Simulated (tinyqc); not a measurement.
Inside a calculation. Method: coupled-perturbed Hartree-Fock on RHF in the 6-31g basis, for H2, spin multiplicity 1. One step of it, computed by the program tinyqc.

Problem. Coupled step 2. U_ai = -(mu_ai + sum_bj [4 (ai|bj) - (ab|ij) - (aj|bi)] U_bj) / (e_a - e_i); alpha = -4 sum U_ai mu_ai.

U after step 1:
```
           i1
a2   1.494208
a3   0.000000
a4  -0.059786
```

dipole integrals <a|z|i> (bohr):
```
           i1
a2  -1.019190
a3   0.000000
a4   0.209144
```

orbital energies (hartree): MO1 -0.595514, MO2 0.238205, MO3 0.775206, MO4 1.403093

Two-electron integrals over orbitals (pq|rs), unique and non-zero (hartree):
```
(11|11) 0.649852    (21|21) 0.080103    (22|11) 0.433750    (22|22) 0.385835
(31|11) 0.167126    (31|22) 0.050056    (31|31) 0.109322    (32|21) -0.019292
(32|32) 0.035930    (33|11) 0.531869    (33|22) 0.381355    (33|31) 0.119849
(33|33) 0.463661    (41|21) -0.079368   (41|32) -0.021790   (41|41) 0.137596
(42|11) -0.143347   (42|22) -0.054798   (42|31) -0.073296   (42|33) -0.098380
(42|42) 0.067550    (43|21) -0.083265   (43|32) -0.002667   (43|41) 0.123099
(43|43) 0.127521    (44|11) 0.662983    (44|22) 0.442460    (44|31) 0.201540
(44|33) 0.552249    (44|42) -0.167745   (44|44) 0.740354
```

Give: U after step 2; polarisability.

Solution.

U after step 2:
```
         i1
a2   1.5624
a3   0.0000
a4  -0.0413
```

polarisability = 6.4039 bohr^3
